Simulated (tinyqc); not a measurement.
Inside a calculation. Method: Hueckel theory of the pi electrons, for the molecule Bc1cc[cH-]c1B (SMILES; centres numbered as the heavy atoms are written). One step of it, computed by the program tinyqc.

Task: Energy, charges, bond orders. E = sum n x; q_r = z_r - P_rr; bond order p = P_rs; free valence = sqrt(3) - sum of p over the bonds of the atom.

x values: 2.079914  0.771471  0.719662  -0.697385  -1.172646  -1.708739  -2.052277

occupations: 2.000000  2.000000  2.000000  0.000000  0.000000  0.000000  0.000000

charge and bond-order matrix P, lower triangle:
```
           1B         2C         3C         4C        5C        6C        7B
1B   0.158670
2C   0.418111   1.170338
3C   0.198590   0.626324   1.098643
4C  -0.146652  -0.185316   0.658546   1.144697
5C  -0.188379  -0.264550  -0.139262   0.658546  1.098643
6C   0.139624   0.529210  -0.264550  -0.185316  0.626324  1.170338
7B   0.037704   0.139624  -0.188379  -0.146652  0.198590  0.418111  0.158670
```

Centres:
```
centre  z_r, pi electrons of the neutral centre          h
1B                                            0  -1.030000
2C                                            1   0.000000
3C                                            1   0.000000
4C                                            1   0.000000
5C                                            1   0.000000
6C                                            1   0.000000
7B                                            0  -1.030000
```

Bonds:
```
i  j         k
1  2  0.760000
2  3         1
3  4         1
4  5         1
5  6         1
6  7  0.760000
6  2         1
```

Give: pi energy = 6 alpha + this times beta; pi charges; Bond orders and lengths from R = 1.517 - 0.180 p; free valence of the carbons; gap between the highest filled and the next level.

Result:

pi energy = 6 alpha + this times beta = 7.142

pi charges: 1B -0.159, 2C -0.170, 3C -0.099, 4C -0.145, 5C -0.099, 6C -0.170, 7B -0.159

Bond orders and lengths from R = 1.517 - 0.180 p (angstrom, C-C alone):
```
bond      p      R
1-2   0.418      -
2-3   0.626  1.404
3-4   0.659  1.398
4-5   0.659  1.398
5-6   0.626  1.404
6-7   0.418      -
6-2   0.529  1.422
```

free valence of the carbons: 2C 0.158, 3C 0.447, 4C 0.415, 5C 0.447, 6C 0.158

gap between the highest filled and the next level = 1.417 |beta|
